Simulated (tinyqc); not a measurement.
Inside a calculation: hole subbands of a hard-walled well, four-band Luttinger model. Values are carried at full precision from step to step, so a last printed digit may differ when a step is redone from the rounded ones.

Constants: hbar^2/2m0 = 3.80998211 eV angstrom^2.

Inputs chosen for the exercise (near those of GaSb; not measured data): b = -2.03 eV (shear deformation potential); C11 = 89.9 GPa; C12 = 39.2 GPa; e_par = -0.0089 (strain in the plane); g1 = 13.42 (Luttinger gamma1); g2 = 4.72 (gamma2); L = 175 angstrom (well width along [001]); g3 = 6 (gamma3); k = 0.0076 1/angstrom (wave vector in the plane); N = 3 (sines for each component); kmax = 0.043 1/angstrom (end of the path).

## Shear strain energy

e_perp = -2 (C12/C11) e_par and Zs = b (e_par - e_perp); Zs > 0 lifts the heavy-hole edge by Zs and lowers the light-hole edge by Zs.

e_perp = 0.00776
shear strain energy Zs = 0.03382 eV

## Levels at k = 0

R and S vanish: HHn = c (g1 - 2 g2)(n pi/L)^2 - Zs and LHn = c (g1 + 2 g2)(n pi/L)^2 + Zs, c = hbar^2/2m0, hole energies counted downwards. Sort HH1 to HH4 and LH1, LH2.

Levels:
```
subband   E (eV)
HH1      -0.0289
HH2      -0.0143
HH3       0.0102
HH4       0.0444
LH1       0.0619
LH2       0.1461
```

The top subband is HH1, 14.7 meV from HH2.

## The matrix at one k

Hole energies are counted downwards from the unstrained band edge, c = hbar^2/2m0. After the usual block transformation one block is H = [[P + Q - Zs, R - i S], [R + i S, P - Q + Zs]] in (heavy, light), with P +/- Q = c [(g1 +/- g2) k^2 + (g1 -/+ 2 g2) kz^2], R = sqrt(3) c gR k^2, S = 2 sqrt(3) c g3 k kz, kz = -i d/dz; axial approximation gR = (g2 + g3)/2. Zs = b (e_par - e_perp) is the shear part of the strain (the hydrostatic part shifts all levels alike and is left out). Basis sqrt(2/L) sin(n pi z/L), n = 1 to N, for each component: kz^2 gives (n pi/L)^2 and the heavy-light block is R delta_nm - 2 sqrt(3) c g3 k D_nm with D_nm = 4 n m/(L (n^2 - m^2)) for n + m odd, 0 otherwise. The other block has the same levels. The split-off band is left out.

Fill in the 2N x 2N matrix, in meV.

H(k) (meV), lower triangle:
```
        h1      h2      h3     l1      l2      l3
h1  -24.94
h2       0  -10.28
h3       0       0   14.15
l1    2.04   -9.17       0  63.81
l2    9.17    2.04  -16.51      0  148.01
l3       0   16.51    2.04      0       0  288.36
```

## Levels and mixing

Diagonalise; give the four lowest hole energies and the weight of the heavy component (the first half of the basis) in each.

levels (meV): -25.50  -12.32  12.16  64.95

heavy weight: 0.996  0.983  0.986  0.015

All four are nearly pure. Against 60 sines these levels lie 0.0, 0.1, 1.3 and 21.0 meV too high: the small basis lacks the higher sines, which carry the upper levels.

## Dispersion in the plane

N = 20, nine points from 0 to kmax.

Hole energies (meV):
```
k (1/angstrom)      E1      E2     E3     E4  heavy weight of 1  heavy weight of 2
0.0000          -28.94  -14.28  10.16  44.37              1.000              1.000
0.0054          -27.21  -13.33  10.51  44.11              0.998              0.991
0.0107          -22.26  -10.59  11.66  43.63              0.991              0.966
0.0161          -14.82   -6.25  13.87  43.43              0.967              0.929
0.0215           -6.48   -0.57  17.72  44.09              0.904              0.893
0.0269            1.05    5.67  23.58  46.42              0.809              0.846
0.0323            7.79   11.23  29.81  51.25              0.727              0.782
0.0376           14.34   16.24  34.49  57.30              0.661              0.723
0.0430           20.95   21.32  38.22  62.07              0.611              0.674
```

At small k the hole energy falls in subband 4: an electron-like mass, caused by repulsion from a deeper subband. E2 - E1 is smallest, 0.4 meV, at k = 0.0430 of the points listed. The top subband goes from 1.00 to 0.61 in heavy weight.

## Mass of HH1 in the plane

Second order in k: 1/m = g1 + g2 - sum_n 12 c g3^2 D_1n^2/(LHn - HH1) over even n up to 60, with D_1n = 4n/(L (n^2 - 1)) in size, LHn - HH1 = c [(g1 + 2 g2) n^2 - (g1 - 2 g2)](pi/L)^2 + 2 Zs, c = hbar^2/2m0.

LHn - HH1 for n = 2, 4, 6 (meV): 175.0  511.9  1073.2
terms for n = 2, 4, 6: 2.1835  0.1195  0.0235
sum of all terms = 2.3407
mass without mixing, 1/(g1 + g2) = 0.0551 m0
1/m with mixing = 15.7993 1/m0

Mixing with the light holes takes m from 0.055 to 0.063 m0.

## Checks

- 1/m of HH1 from the full matrix (N = 60) at small k against second order: both 15.799.
- The 2 x 2 block with gR = g2 (k along [100]) for a plane wave (k, 0, pi/L) against the bulk heavy-hole formula, eV: both 0.00422.
- Lowest level at the given k on a real-space grid of 240 points against 60 sines, eV: both -0.0255.

Computed by tinyqc, a small Python program: `OMP_NUM_THREADS=1 python tinyqc.py 1252234 1252235 out.jsonl` (the numbers bound the seed that draws the inputs); one thread of a shared host (Intel(R) Xeon(R) Processor @ 2.30GHz), about 0.1 s for the whole set of steps.
